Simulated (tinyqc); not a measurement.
Full spectrum, Debye and Einstein heat capacities: Born-von Karman spring model of a cubic crystal with one atom per cell. Computed by tinyqc, a small Python program. Command: `OMP_NUM_THREADS=1 python tinyqc.py 3006919 3006920 out.jsonl springs walk`. One thread of a shared host (Intel(R) Xeon(R) Processor @ 2.30GHz), about 0.1 s of CPU time with the checks.

First neighbours lie at a/2 (1,1,1) (8 of them), second at a (1,0,0) (6), with all permutations and signs; the volume per atom is Omega = a^3/2. Two shells of springs match a real metal only roughly, above all at the zone boundary.

Inputs (values chosen for the exercise, modelled on sodium):
```
quantity                value           unit
lattice constant a       4.23       angstrom
atomic mass M           22.99              u
radial spring k1L       0.239  eV/angstrom^2
transverse spring k1T   -0.01  eV/angstrom^2
radial spring k2L       0.034  eV/angstrom^2
transverse spring k2T  0.0051  eV/angstrom^2
```

Lattice: bcc.

Constants: 1 eV/angstrom^3 = 160.2176634 GPa; u = 1.6605390666e-27 kg; hbar = 1.054571817e-34 J s; k_B = 1.380649e-23 J/K; nu for 1 eV/(angstrom^2 u) = 15.6333042 THz; h x 1 THz = 4.135667696 meV; k_B = 8.617333262e-05 eV/K.

Method:
- [ij,kl] = (1/(2 Omega)) sum_R K_ij R_k R_l; C11 = [xx,xx], C44 = [xx,yy], C12 = 2 [xy,xy] - C44; B = (C11 + 2 C12)/3; Zener ratio A = 2 C44/(C11 - C12). K(R) = kL n n^T + kT (1 - n n^T).
- rho = M/Omega and v = sqrt(C/rho), with C = C11, C44, C44 along [100]; (C11 + C12 + 2 C44)/2, C44, (C11 - C12)/2 along [110]; (C11 + 2 C12 + 4 C44)/3 and twice (C11 - C12 + C44)/3 along [111].
- Christoffel matrix G_xx = C11 n_x^2 + C44 (1 - n_x^2), G_xy = (C12 + C44) n_x n_y, with eigenvalues rho v^2; v_m^-3 is the mean of v^-3 over three branches and all directions (12 Gauss-Legendre points in cos(theta) times 24 angles phi = (j + 1/2) pi/12); q_D = (6 pi^2/Omega)^(1/3); Theta = hbar v_m q_D/k_B.
- A neighbour at R with unit vector n couples by the matrix K(R) = kL n n^T + kT (1 - n n^T), and D(q) = (1/M) sum_R K(R) [1 - cos(q.R)].
- An eigenvalue lambda of D in eV/(angstrom^2 u) gives nu = 15.6333042 THz x sqrt(lambda).
- Mesh: q = sum_i (m_i + 1/2)/n b_i, m_i = 0..n-1, with b = [[0, 1, 1], [1, 0, 1], [1, 1, 0]] in 2 pi/a; sums are averages over the n^3 points (here n = 14), per atom.
- With x = h nu/(k_B T) and n = 1/(exp(x) - 1) for each mode: F = k_B T [x/2 + ln(1 - exp(-x))], U = k_B T x (n + 1/2), S/k_B = x n - ln(1 - exp(-x)), C/k_B = x^2 n (n + 1).
- Debye: C = 9 k_B (T/Theta)^3 int_0^(Theta/T) x^4 e^x/(e^x - 1)^2 dx with the elastic Theta. Einstein: three modes at the root-mean-square frequency. The last column is the Theta that makes the Debye formula give the full C at that T.

elastic Debye temperature = 150.331 K

root-mean-square frequency = 2.6736 THz

Heat capacity (k_B/atom):
```
T (K)  full spectrum   Debye  Einstein  Theta from C (K)
18            0.4004  0.3712    0.1225            145.97
27            0.8762  0.9190    0.5951            154.24
38            1.4257  1.5289    1.2526            159.21
53            1.9586  2.0701    1.8814            162.15
75            2.3903  2.4742    2.3641            163.85
110           2.6885  2.7375    2.6818            164.80
150           2.8257  2.8546    2.8236            165.19
230           2.9238  2.9369    2.9234            165.45
```

What does the comparison show, and why?

The apparent Theta runs from 146 to 165 K against the elastic 150 K; at high T it tends to sqrt(5/3) h nu_rms/k_B = 166 K. At the lowest T the Debye value is 0.93 and the Einstein value 0.31 times the full one; dispersion bends the branches below the sound lines, so the real spectrum has more low modes than Debye assumes. At the highest T Debye misses by 0.45 % and Einstein by 0.014 %.

Extremes, crossings and ranges named in words are read from the listed rows.
